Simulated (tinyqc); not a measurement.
Thin (001) film in sp3s* tight binding with raised dangling bonds, step by step. Values are carried at full precision from step to step, so a last printed digit may differ when a step is redone from the rounded ones.

sp3s* tight binding, nearest neighbours only: anion (a) at 0, cation (c) at a/4 (1,1,1), orbitals s, px, py, pz, s* on each; k in units of 2 pi/a. With phases e_j = exp(i (pi/2) k.n_j) for n = (1,1,1), (1,-1,-1), (-1,1,-1), (-1,-1,1): g0 = (e1+e2+e3+e4)/4, g1 = (e1+e2-e3-e4)/4, g2 = (e1-e2+e3-e4)/4, g3 = (e1-e2-e3+e4)/4. The diagonal holds the levels Esa, Epa, Exa (s*) and Esc, Epc, Exc. Anion-cation block: <sa|sc> = Vss g0; <sa|xc> = Vsapc g1; <xa|sc> = -Vscpa g1; <xa|xc> = Vxx g0; <xa|yc> = <ya|xc> = Vxy g3, <xa|zc> = <za|xc> = Vxy g2, <ya|zc> = <za|yc> = Vxy g1; <s*a|xc> = Vxapc g1; <xa|s*c> = -Vpaxc g1; y and z take g2 and g3 in place of g1; s-s* and s*-s* vanish.

Values chosen for the exercise (out of a larger set: near a published set for Si, fitted to gaps, whose masses and valley positions are rough; not measured data): p = (-4.204, 1.719, -4.204, 1.719, 6.69, 6.69, -8.356, 1.708, 4.588, 5.71, 5.71, 5.378, 5.378) eV (order Esa, Epa, Esc, Epc, Exa, Exc, Vss, Vxx, Vxy, Vsapc, Vscpa, Vxapc, Vpaxc); N = 5 (atomic planes in the small film); dl = 5 eV (shift of the dangling hybrids).

## Bulk edges along [001]

Gap at Gamma and minimum on (0,0,kz), kz from 0.5 to 1, from the bulk Ev. States at zero in-plane momentum come from this line alone.

edges (eV): Gamma 3.4160, Delta 1.1462

kz of the minimum = 0.7319 2 pi/a

## The two blocks of the small film

Planes alternate anion (a), cation (c) along [001], a/4 apart, starting with an anion; zero in-plane momentum; levels counted from the bulk Ev, the lower root of [[Epa, Vxx], [Vxx, Epc]]; no spin-orbit coupling. Block of s, pz, s*: from an anion to the cation above, Vss/2 (s,s), Vsapc/2 (s,z), -Vscpa/2 (z,s), Vxx/2 (z,z), Vxapc/2 (s*,z), -Vpaxc/2 (z,s*); to the cation below the same with the s-z and s*-z signs reversed. Block of u = (px + py)/sqrt2 and v = (px - py)/sqrt2: to the cation above (Vxx + Vxy)/2 for u and (Vxx - Vxy)/2 for v, to the cation below the reverse. Each surface atom has two dangling sp3 hybrids; raising both by dl adds (dl/2) [[1, t], [t, 1]] to its s, pz levels (t = -1 at the bottom face, +1 at the top) and dl to the one of u, v in whose plane the missing bonds lie (v for a bottom anion or a top cation, u for a top anion).

Fill them in.

s, pz, s* block (eV), lower triangle:
```
        sa1     za1    *a1     sc2     zc2    *c2     sa3     za3    *a3     sc4     zc4    *c4
sa1  -1.715
za1  -2.500   4.208
*a1       0       0  6.679
sc2  -4.178  -2.855      0  -4.215
zc2   2.855   0.854  2.689       0   1.708
*c2       0  -2.689      0       0       0  6.679
sa3       0       0      0  -4.178  -2.855      0  -4.215
za3       0       0      0   2.855   0.854  2.689       0   1.708
*a3       0       0      0       0  -2.689      0       0       0  6.679
sc4       0       0      0       0       0      0  -4.178  -2.855      0  -4.215
zc4       0       0      0       0       0      0   2.855   0.854  2.689       0   1.708
*c4       0       0      0       0       0      0       0  -2.689      0       0       0  6.679
sa5       0       0      0       0       0      0       0       0      0  -4.178  -2.855      0
za5       0       0      0       0       0      0       0       0      0   2.855   0.854  2.689
*a5       0       0      0       0       0      0       0       0      0       0  -2.689      0

        sa5    za5    *a5
sa5  -1.715
za5   2.500  4.208
*a5       0      0  6.679
```

u, v block (eV), lower triangle:
```
       ua1     va1     uc2    vc2    ua3     va3     uc4    vc4    ua5    va5
ua1  1.708
va1      0   6.708
uc2  3.148       0   1.708
vc2      0  -1.440       0  1.708
ua3      0       0  -1.440      0  1.708
va3      0       0       0  3.148      0   1.708
uc4      0       0       0      0  3.148       0   1.708
vc4      0       0       0      0      0  -1.440       0  1.708
ua5      0       0       0      0      0       0  -1.440      0  6.708
va5      0       0       0      0      0       0       0  3.148      0  1.708
```

## Levels of the small film

Diagonalise both blocks.

levels of the s, pz, s* block (eV): -11.810  -9.730  -6.693  -2.989  1.765  1.831  3.087  3.090  4.007  4.441  6.679  8.054  8.731  10.042  10.354

levels of the u, v block (eV): -2.289  -2.289  -0.884  -0.884  3.981  3.981  5.448  5.448  7.283  7.283

No level lies between 0 and the bulk edge 1.146 eV; confinement has widened the gap at zero in-plane momentum to 2.648 eV.

## Checks

- Lowest conduction level of 201 planes, with the dangling hybrids shifted far away, against the bulk edge: 1.147 against 1.146.

Computed by tinyqc, a small Python program: `OMP_NUM_THREADS=1 python tinyqc.py 1482018 1482019 out.jsonl` (the numbers bound the seed that draws the inputs); one thread of a shared host (Intel(R) Xeon(R) Processor @ 2.30GHz), about 0.4 s for the whole set of steps.
